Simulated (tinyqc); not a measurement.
Inside a calculation. Model: time-dependent dielectric breakdown: cell percolation, Weibull statistics, area scaling and voltage extrapolation. Computed by tinyqc, a small Python program that keeps every step. Command: `OMP_NUM_THREADS=1 python tinyqc.py 3004667 3004668 out.jsonl tddb walk`. One thread of a shared host (Intel(R) Xeon(R) Processor @ 2.30GHz), about 0.01 s of CPU time with the checks. Intermediate numbers are printed to about 5 digits and carried at full precision; extremes and crossings named in words are read from the listed rows.

The oxide is divided into columns of area a^2, each holding m = t_ox/a cells (m is taken as continuous). A share lambda(t) = (t/t_1)^alpha of the cells is defective, and a column whose cells are all defective breaks down.

Inputs (values chosen for the exercise, for a model gate oxide):
```
quantity,value,unit
oxide thickness t_ox,2.3,nm
defect cell size a,1.4,nm
exponent alpha of defect growth,0.78,-
time t_1 at which the occupied share would reach 1,6.9e+06,s
test area A,3,um^2
product area A_u,1e+06,um^2
stress voltage V,2.93,V
use voltage V_u,1.8,V
local exponent n = -d ln t/d ln V at the stress voltage,35,-
activation energy E_a,0.49,eV
stress temperature T,150,C
use temperature T_u,85,C
allowed failure fraction F,0.001,-
```

Voltage law used: 1/E.

Constants: k_B = 8.617333262e-05 eV/K.

## Weibull parameters from the cell model

Failure fraction F = 1 - (1 - lambda^m)^N with N = A/a^2 columns, which for small lambda^m is 1 - exp(-(t/t63)^beta) with beta = alpha m and t63 = t_1 N^(-1/beta); critical share lambda(t63) = N^(-1/m). 1 um^2 = 1e6 nm^2.

cells per column m = 1.6429

columns N = 1.5306e+06

Weibull slope beta = 1.2814

characteristic life t63 = 102.88 s

critical share of defective cells = 1.7191e-04

Times between F = 10 % and 90 % span a factor 11.1: the smaller beta = alpha m, the wider the scatter. Caution: t_1 is an input here; in a real oxide it changes with thickness at fixed voltage.

## A sample of breakdown times

uniform random numbers u: [0.8521, 0.3015, 0.9533, 0.5756, 0.9148, 0.7950, 0.9148, 0.5673, 0.1772, 0.5945, 0.8425]

Each device fails at t = t63 (-ln(1 - u))^(1/beta). Sort the times; median rank F_i = (i - 0.3)/(n_s + 0.4) for n_s devices; W = ln(-ln(1 - F_i)).

Weibull plot:
```
i,t (s),F_i,ln t,W
1,28.73,0.06140,3.3580,-2.7588
2,46.23,0.14912,3.8337,-1.8233
3,89.60,0.23684,4.4953,-1.3083
4,91.21,0.32456,4.5132,-0.9355
5,94.97,0.41228,4.5536,-0.6320
6,147.35,0.50000,4.9928,-0.3665
7,166.15,0.58772,5.1129,-0.1210
8,170.54,0.67544,5.1390,0.1180
9,207.86,0.76316,5.3369,0.3649
10,207.86,0.85088,5.3369,0.6434
11,246.49,0.93860,5.5073,1.0261
```

## Fitting the sample

W = ln(-ln(1 - F_i)) with the median ranks F_i. Least squares in W: W = beta ln t - beta ln t63. Maximum likelihood: solve sum t^b ln t/sum t^b - 1/b = mean of ln t for b, then t63 = (mean of t^b)^(1/b).

slope by least squares = 1.6373

t63 by least squares = 158.42 s

slope by maximum likelihood = 2.1270

t63 by maximum likelihood = 153.60 s

The true values are beta = 1.281 and t63 = 103 s. With 11 devices the standard error of the maximum-likelihood slope is about 0.78 beta/sqrt(n_s) = 0.30; the fits miss by +0.36 and +0.85, and t63 by +54 and +49 %.

## Projection to use conditions

All three voltage laws share the slope n at the stress voltage. Factor t(V_u)/t(V): E law exp(n (1 - V_u/V)); 1/E law exp(n (V/V_u - 1)); power law (V/V_u)^n. Temperatures in kelvin are T(C) + 273.15. Temperature factor exp[(E_a/k_B)(1/T_u - 1/T)]; area factor (A/A_u)^(1/beta); percentile factor (-ln(1 - F))^(1/beta); life = t63 x all four; 1 year = 3.15576e7 s.

voltage factor = 3.4867e+09

temperature factor = 11.459

area factor = 4.8985e-05

percentile factor = 0.0045607

projected life = 0.029099 years

Area and percentile together cost 6.7 decades, voltage and temperature return 10.6; a ten-year target is missed. Caution: a voltage factor of more than nine decades rests wholly on the chosen law and cannot be tested.

## Three voltage laws

Life = t63 x voltage, temperature, area and percentile factors, the last three as above.

Log10 of the life in years:
```
V_u/V,V_u (V),E law,1/E law,power law
1.00,2.9300,-11.079,-11.079,-11.079
0.95,2.7835,-10.319,-10.279,-10.299
0.90,2.6370,-9.559,-9.390,-9.477
0.80,2.3440,-8.038,-7.278,-7.687
0.70,2.0510,-6.518,-4.564,-5.657
0.60,1.7580,-4.998,-0.945,-3.314
0.50,1.4650,-3.478,4.122,-0.542
0.40,1.1720,-1.958,11.722,2.849
```

At V_u/V = 0.9 the laws differ by 0.17 decades at most, and at 0.5 by 7.6. The E law is the most cautious and the 1/E law the most hopeful. Ten years are reached at V_u/V = 0.205 (E), 0.557 (1/E), 0.452 (power). Caution: the rows at low voltage extrapolate over many decades and cannot be tested.

Checks made by the program: Weibull form against the exact column count at t63 (relative difference 2e-07).
